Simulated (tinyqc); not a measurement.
Localisation in a chain with random site energies (transfer matrices): sweeps and comparisons. A value that a table varies takes the place of the one given here.

Hopping -t; leads with site energy 0, E = -2t cos(ka). psi_(j+1) = ((e_j - E)/t) psi_j - psi_(j-1), a product of matrices M_j = [[(e_j - E)/t, -1], [1, 0]]. For M = M_N ... M_1 the transmission is T = 4 sin^2(ka)/|M21 - M12 + M22 exp(ika) - M11 exp(-ika)|^2. Long samples draw e_j = W (x_j/2147483647 - 1/2) from x_j = 16807 x_(j-1) mod 2147483647, starting at x0. The localisation length xi, in sites, is defined by ln T = -2N/xi on average; weak disorder gives xi = 24 (4t^2 - E^2)/W^2, and the mean free path for backscattering is xi/2.

Numerical xi = N/ln sqrt(psi_(N+1)^2 + psi_N^2) for N = 20000 sites from psi_1 = 1, psi_0 = 0; its statistical error is about xi sqrt(xi/N).

Inputs chosen for the exercise: t = 1.93 eV (hopping); E = -2.36 eV (energy); x0 = 9969 (start of the number sequence); W = 4.78 eV (full width of the disorder).

## Localisation length against disorder

The same number sequence scaled by W.

xi (sites):
```
W/t   W (eV)  numerical  error  weak disorder  strong: 1/(ln(W/2t) - 1)
1.0    1.930     55.096  2.892         60.114                         -
1.5    2.895     26.177  0.947         26.717                         -
2.0    3.860     14.671  0.397         15.029                         -
3.0    5.790      7.092  0.134          6.679                         -
4.0    7.720      4.482  0.067          3.757                         -
6.0   11.580      2.516  0.028          1.670                         -
10.0  19.300      1.364  0.011          0.601                     1.641
16.0  30.880      0.887  0.006          0.235                     0.926
```

At W = t the numerical value is 55.1 +/- 2.9 against 60.1, and at 2t 14.67 +/- 0.40 against 15.03. The weak-disorder formula is within 15 % for W/t = 1, 1.5, 2 and 3; at W = 16t it gives 0.23 and the strong-disorder form 0.93, against 0.89. All states of the chain are localised; disorder only sets the length.

## From ballistic to localised

200 samples of each length, cut one after another from the start of the sequence. Typical T = exp(mean ln T). Ohmic: 1/(1 + 2N/xi); localised: exp(-2N/xi), both with the weak-disorder xi.

Transmission:
```
N    mean T  typical T  spread of ln T   ohmic  localised
2     0.739      0.711           0.290   0.710      0.665
5     0.468      0.376           0.733   0.495      0.360
10    0.263      0.143           1.286   0.329      0.130
20    0.105     0.0183           2.227   0.197     0.0169
40   0.0160   0.000249           3.235   0.109   0.000285
80  0.00304   6.87e-08           5.273  0.0577   8.12e-08
```

With xi = 9.8 sites, mean and typical T are 0.468 and 0.376 at N = 5, and 0.00304 and 6.87e-08 at N = 80, where ln T scatters by 5.3. The slope of ln(typical T) between 40 and 80 sites gives xi = 9.8, uncertain by about 5 % from the scatter of 200 samples. At N = 80 the ohmic law gives 8.4e+05 times the typical value: a single channel has no ohmic range beyond a mean free path, and the mean is carried by rare resonant samples.

## What each parameter does

Numerical and weak-disorder xi. Each row changes one parameter from the base and keeps the others.

Results:
```
case          numerical xi (sites)  weak-disorder xi (sites)
base                          9.67                      9.80
t = 2.219 eV                 14.67                     14.84
E = -1.65 eV                 12.27                     12.79
W = 5.736 eV                  7.24                      6.81
x0 = 9970                     9.54                      9.80
```

The largest shifts from the base row, up to three for each result and ties (the steps differ in size, so this ranks the rows, not the parameters). numerical xi (sites): t +4.99, E +2.60, W -2.43. weak-disorder xi (sites): t +5.04, W -2.99, E +2.99; unchanged at the printed digits by x0. A new x0 is another sample of the same disorder; its shift is one draw of the statistical scatter, about xi sqrt(xi/N); the other rows share one sample, so their errors are correlated.

tinyqc: `OMP_NUM_THREADS=1 python tinyqc.py 1451482 1451483 out.jsonl`; about 0.08 s, one thread, shared Intel(R) Xeon(R) Processor @ 2.30GHz.
